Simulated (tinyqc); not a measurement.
Polarisation charge from two barrier thicknesses.

Problem. Voff = phiB - dEc - q sigma d/(eps0 eb). Find sigma, phiB - dEc and the thickness at which Voff = 0.

Constants: q = 1.602176634e-19 C, eps0 = 8.8541878128e-14 F/cm where lengths are in cm. Results are converted to the units shown.

Voff at d = 14 and 25 nm (V): [-3.5272037, -6.8608352]
eb = 9.5572000

Answer. Voff is a straight line in d: its slope is -q sigma/(eps0 eb) and its intercept phiB - dEc.

sigma = 1.60e13 cm^-2
phiB - dEc = 0.716 V
thickness for Voff = 0 = 2.36 nm

Computed by the program tinyqc: `OMP_NUM_THREADS=1 python tinyqc.py 2180160 2180161 out.jsonl`, one thread of a shared Intel Xeon 2.30GHz, about 0.04 s for the whole run.
